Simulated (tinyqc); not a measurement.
Two-mode optical phonons of a ternary alloy from two coupled oscillators: one step, computed by the program tinyqc.

An alloy A(x)B(1-x)C has an A-C and a B-C bond oscillator. Each TO frequency moves linearly from the impurity mode (dilute end) to the TO of the pure crystal; each strength is proportional to the number of bonds.

Question. Share of the polar coupling. eps(omega) = eps_inf + W_1/(omega_1^2 - omega^2) + W_2/(omega_2^2 - omega^2) = 0 is the eigenproblem of the matrix [[omega_1^2 + W_1/eps_inf, sqrt(W_1 W_2)/eps_inf], [sqrt(W_1 W_2)/eps_inf, omega_2^2 + W_2/eps_inf]] for omega_LO^2. The polar coupling of mode j is c_j = (u_j . sqrt(W))^2/(eps_inf^2 omega_j^2), u_j its eigenvector and omega_j here its LO frequency; the c_j add up to 1/eps_inf - 1/eps_s. Froehlich constant alpha_j = (e^2/(4 pi eps_0)) c_j k_j/(2 E_j), E_j = h c omega_j, k_j = sqrt(m* E_j/(hbar^2/(2 m_0))).

Inputs (values chosen for the exercise, for a model alloy): electron mass m* = 0.13 m_0.

omega_1 (A-C, TO) = 697.6 1/cm

omega_2 (B-C, TO) = 431.2 1/cm

eps_inf = 5.458

W_1 = 807966.3 1/cm^2

W_2 = 143378.9 1/cm^2

Constants: e^2/(4 pi eps_0) = 14.39964548 eV angstrom; hbar^2/(2 m_0) = 3.80998212 eV angstrom^2; 1 THz = 33.35640952 1/cm; h x 1 THz = 4.135667696 meV.

Give: c_j, lower and upper mode; share of the upper mode; alpha_j, lower and upper mode.

Answer.

c_j, lower and upper mode: 0.01001  0.04645

share of the upper mode = 0.8227

alpha_j, lower and upper mode: 0.05633  0.1959
